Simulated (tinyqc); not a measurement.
Thermionic-field emission through a Schottky barrier, WKB: two steps of the calculation.

Metal on an n-type semiconductor with one parabolic valley; V > 0 is forward bias (metal positive). Energies E are counted from the conduction edge of the neutral semiconductor, whose Fermi level lies at -xi; that of the metal lies at -xi - V. The barrier is a parabola of height Vd = phi - xi - V (depletion approximation, no image force).

Parameters, values chosen for the exercise; band and dielectric values close to those of gallium nitride:
- T = 300 K (temperature)
- me = 0.201 m0 (electron mass)
- eps_r = 9.42 (relative permittivity)
- phi = 1.2 eV (barrier height seen from the metal)
- Nd = 7.9e18 cm^-3 (donor density)
- V = 0.51 V (bias)
- nE = 11 (points of the energy grid)
- Eb = 0.53 eV (upper end of the energy grid)

Constants: q = 1.602176634e-19 C, kB = 1.380649e-23 J/K, hbar = 1.054571817e-34 J s, h = 6.62607015e-34 J s, m0 = 9.1093837015e-31 kg, Vt = kB T/q, eps0 = 8.8541878128e-14 F/cm where lengths are in cm. Results are converted to the units shown.

Task 1. Fermi level, barrier and E00. Nc = 2 (2 pi me m0 kB T/h^2)^1.5 (times 1e-6 for cm^-3); Nd = Nc F12(-xi/Vt), F12(x) = (2/sqrt(pi)) int_0^infinity sqrt(u)/(1 + exp(u - x)) du; E00 = (hbar/2) sqrt(Nd/(me m0 eps0 eps_r)) in SI units (volts). W = sqrt(2 eps0 eps_r Vd/(q Nd)).

Find: Nc; xi; Vd; W; E00; E00/Vt.

Result 1.

Nc = 2.261e18 cm^-3
xi = -0.06286 eV
Vd = 0.7529 V
W = 9.961 nm
E00 = 37.92 meV
E00/Vt = 1.467

By a common rule of thumb, E00/Vt below 0.5 marks thermionic emission, 0.5 to 5 thermionic-field emission and above 5 field emission. By that rule alone: thermionic-field emission; with a high barrier, tunnelling near its top can carry most of the current even below 0.5.

Task 2. Current density on a coarse grid. For E < Vd, ln T(E) = -(Vd/E00) [sqrt(1 - y) - y ln((1 + sqrt(1 - y))/sqrt(y))], y = E/Vd; T(E) = 1 above. J = A* T (q/kB) int_0^infinity T(E) N(E) dE, N = ln[(1 + exp((-xi - E)/Vt))/(1 + exp((-xi - V - E)/Vt))], A* = 4 pi q me m0 kB^2/h^3 (times 1e-4 for A/(cm^2 K^2)). Simpson's rule on nE equally spaced points from 0 to Eb.

xi = -0.062855233 eV
Vd = 0.75285523 V
E00 = 37.924282 meV

Wanted: E; T(E); N; T(E) N; J.

Result 2.

| point | E (eV) | T(E) | N | T(E) N |
|---|---|---|---|---|
| 0 | 0.00000 | 2.3910e-9 | 2.5156 | 6.0149e-9 |
| 1 | 0.05300 | 7.9908e-8 | 0.90181 | 7.2062e-8 |
| 2 | 0.10600 | 9.8766e-7 | 0.17265 | 1.7052e-7 |
| 3 | 0.15900 | 8.2389e-6 | 0.023968 | 1.9747e-7 |
| 4 | 0.21200 | 5.2634e-5 | 0.0031175 | 1.6408e-7 |
| 5 | 0.26500 | 2.7310e-4 | 4.0182e-4 | 1.0974e-7 |
| 6 | 0.31800 | 0.0011900 | 5.1730e-5 | 6.1561e-8 |
| 7 | 0.37100 | 0.0044461 | 6.6588e-6 | 2.9606e-8 |
| 8 | 0.42400 | 0.014433 | 8.5711e-7 | 1.2371e-8 |
| 9 | 0.47700 | 0.041038 | 1.1033e-7 | 4.5275e-9 |
| 10 | 0.53000 | 0.10260 | 1.4201e-8 | 1.4571e-9 |

J = 3.6816 A/cm^2

The integrand peaks at E = 0.159 eV among these points, 0.21 of the barrier height.

Range of the model: The depletion approximation, a parabolic band and the neglect of image-force lowering make these currents estimates at high doping.

Computed by the program tinyqc: `OMP_NUM_THREADS=1 python tinyqc.py 2640052 2640053 out.jsonl`, one thread of a shared Intel Xeon 2.30GHz, about 0.02 s for the whole run.
